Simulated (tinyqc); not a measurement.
Comparisons within one model: shallow acceptor in the spherical four-band model. A value that a table varies takes the place of the one given here.

The ground state 1S3/2 has an L = 0 part f(r) and an L = 2 part g(r). In units of Ry* and a*, with Gaussians f_i = exp(-a_i r^2), g_i = r^2 exp(-a_i r^2), A = a_i + a_j and I(n) = Gamma((n + 1)/2)/(2 A^((n + 1)/2)): S_ff = I(2), S_gg = I(6), H_ff = (6 a_i a_j/A) I(2) - 2 I(1), H_gg = (14 a_i a_j/A) I(6) - 2 I(5), H_fg = -mu [15 I(2) - 20 a_j I(4) + 4 a_j^2 I(6)]; each function is then normalised. The split-off band is left out.

Converged values use 22 exponents 2.2^i, i = -7 to 14, for f and for g.

Units Ry* = Ry/(g1 eps^2) and a* = a0 eps g1; mu = (6 g3 + 4 g2)/(5 g1) is the spherical heavy-light coupling and delta = (g3 - g2)/g1 the cubic term, which is left out.

Constants: Ry = 13.60569312 eV; a0 (Bohr radius) = 0.5291772105 angstrom.

Values chosen for the exercise (near those of a shallow acceptor in AlAs; the results hold for these values, not for the real material): mus = (0.1, 0.25, 0.51, 0.64, 0.72, 0.86, 0.92) (couplings); rc = 1.6 angstrom (radius of the central cell); Vs = (3, 1, 0, -1, -2, -3, -4) eV (central-cell strengths); g1 = 3.77 (Luttinger gamma1); g2 = 0.82 (gamma2); g3 = 1.42 (gamma3); eps = 10 (dielectric constant).

## Strength of the heavy-light coupling

Ry* = 36.0894 meV

Converged values in Ry* and a*; the heavy-mass hydrogen model gives 1/(1 - mu).

Results:
```
mu    binding (Ry*)  1/(1 - mu)  ratio  L = 2 weight  <r> (a*)  binding (meV)
0.10          1.009       1.111  0.908         0.004     1.489           36.4
0.25          1.060       1.333  0.795         0.027     1.428           38.2
0.51          1.315       2.041  0.644         0.114     1.187           47.5
0.64          1.620       2.778  0.583         0.184     0.988           58.5
0.72          1.960       3.571  0.549         0.237     0.832           70.7
0.86          3.517       7.143  0.492         0.350     0.484          126.9
0.92          5.863      12.500  0.469         0.408     0.298          211.6
```

The binding starts as 1 + O(mu^2), 1.009 at mu = 0.10, since the coupling enters in second order, and reaches 5.86 at mu = 0.92. The ratio to the heavy-mass model falls from 0.91 to 0.47, towards about 0.44 as mu goes to 1: the bound hole is only partly heavy. The L = 2 weight grows to 0.41 and the radius shrinks by a factor 5.0.

## Central-cell correction

mu = 0.62599
a* = 19.950 angstrom

A short-range term V exp(-r^2/rc^2) is added (negative: attracts the hole); its elements are V S (A/(A + 1/rc^2))^(3/2) for f and ^(7/2) for g, in the same units.

Results:
```
V (eV)  1S binding (meV)  2S binding (meV)  <r> (angstrom)  L = 2 weight
3.0                 50.8             15.44            22.6         0.171
1.0                 54.3             15.92            21.1         0.174
0.0                 56.9             16.26            20.2         0.176
-1.0                60.4             16.70            19.0         0.178
-2.0                65.5             17.28            17.6         0.181
-3.0                73.2             18.08            15.9         0.184
-4.0                85.2             19.16            13.9         0.188
```

From V = 0 to -4 eV the 1S binding grows by 28.3 meV (50 %) and the 2S binding by 2.90 meV, so the chemical shift sits mainly in the ground state. A repulsion of 3 eV removes 6.1 meV. The slope is 11.97 meV per eV over the last step against 2.03 on the repulsive side, since attraction pulls the state into the cell: the route from a shallow to a deep level.

## What each parameter does

Converged values. Each row changes one parameter from the base and keeps the others.

Results:
```
case           mu  Ry* (meV)  binding (meV)  <r> (angstrom)
base        0.626      36.09          56.87            20.2
g1 = 4.07   0.580      33.43          48.57            23.4
g2 = 0.7    0.601      36.09          54.29            21.0
g3 = 1.31   0.591      36.09          53.41            21.3
eps = 10.8  0.626      30.94          48.76            21.8
```

The largest shifts from the base row, up to three for each result and ties (the steps differ in size, so this ranks the rows, not the parameters). mu: g1 -0.046, g3 -0.035, g2 -0.025; unchanged at the printed digits by eps. Ry* (meV): eps -5.15, g1 -2.66; unchanged at the printed digits by g2 and g3. binding (meV): g1 -8.30, eps -8.11, g3 -3.46. <r> (angstrom): g1 +3.2, eps +1.6, g3 +1.2. g1 acts twice: it lowers Ry* and it lowers mu.

(tinyqc, `OMP_NUM_THREADS=1 python tinyqc.py 1280503 1280504 out.jsonl`, Intel(R) Xeon(R) Processor @ 2.30GHz, 1 thread, shared host, about 0.05 s.)
